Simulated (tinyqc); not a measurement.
Thinning the body: Gamma, L and X subbands of a thin body with non-parabolic valleys.

Hard walls, flat band, c = hbar^2/2m0, energies from the bulk Gamma edge. For a valley at angle theta to the normal 1/m_z = cos^2/ml + sin^2/mt and m_d = sqrt(ml mt^2/m_z). Subband n starts at E_v + e with e (1 + a e) = c (n pi/t)^2/m_z, and its density-of-states mass is taken as m_d (1 + 2 a e), without further growth at higher in-plane energy. Groups are named by valley and degeneracy.

n_i = g m/(2 pi c) kB T ln(1 + exp((EF - E_i)/kB T)), sum n_i = Ns (1e12/cm^2 = 1e-4/angstrom^2), c = hbar^2/2m0. Quantum capacitance Cq = 1602.176634 sum g m/(2 pi c) f_i in microfarad/cm^2 with f_i = 1/(1 + exp((E_i - EF)/kB T)); Cox = 34.5313/eot (one gate); C/Cox = Cq/(Cq + Cox), the centroid term left out.

Constants: hbar^2/2m0 = 3.80998211 eV angstrom^2; kB = 8.617333262e-05 eV/K.

Inputs chosen for the exercise (near those of a thin InP channel; the results hold for these values, not for the real material): face = 111 (surface); mG = 0.0803 m0 (Gamma mass); aG = 0.6 1/eV (Gamma non-parabolicity); EL = 0.625 eV (L edge above Gamma); mL = (1.588, 0.096) m0 (L valleys (four, along <111>): ml, mt); EX = 0.996 eV (X edge above Gamma); mX = (0.893, 0.274) m0 (X valleys (three, along <100>): ml, mt); aS = 0.54 1/eV (non-parabolicity of L and X); Ns = 8.4 x 1e12/cm^2 (sheet density); T = 300 K (temperature); eot = 7 angstrom (equivalent oxide thickness); ts = (20, 26, 34, 45, 60, 85, 130) angstrom (thicknesses).

Lowest edge of each valley type, the lowest group, the Gamma share and C/Cox, with n = 1 to 8 of all groups.

Results:
```
t (angstrom)  Gamma (eV)  L (eV)  X (eV)  lowest  Gamma share (%)  C/Cox
20                 0.793   0.682   1.230      L1             25.6  0.773
26                 0.526   0.659   1.141      G1             89.6  0.718
34                 0.337   0.645   1.083      G1             99.9  0.606
45                 0.206   0.637   1.047      G1            100.0  0.576
60                 0.121   0.632   1.025      G1            100.0  0.570
85                 0.062   0.628   1.010      G1            100.0  0.687
130                0.027   0.626   1.002      G1            100.0  0.716
```

From 130 down to 20 angstrom Gamma rises by 0.77 eV, L by 0.06 and X by 0.23 eV, the light Gamma mass moving most. The lowest group changes from G1 to L1 between 26 and 20 angstrom. The Gamma share goes from 100 % to 26 %. C/Cox is 0.72 and 0.77 at the ends and lies between 0.57 and 0.77. Hard walls overstate the rise in the thinnest rows.

tinyqc: `OMP_NUM_THREADS=1 python tinyqc.py 1282013 1282014 out.jsonl`; about 0.02 s, one thread, shared Intel(R) Xeon(R) Processor @ 2.30GHz.
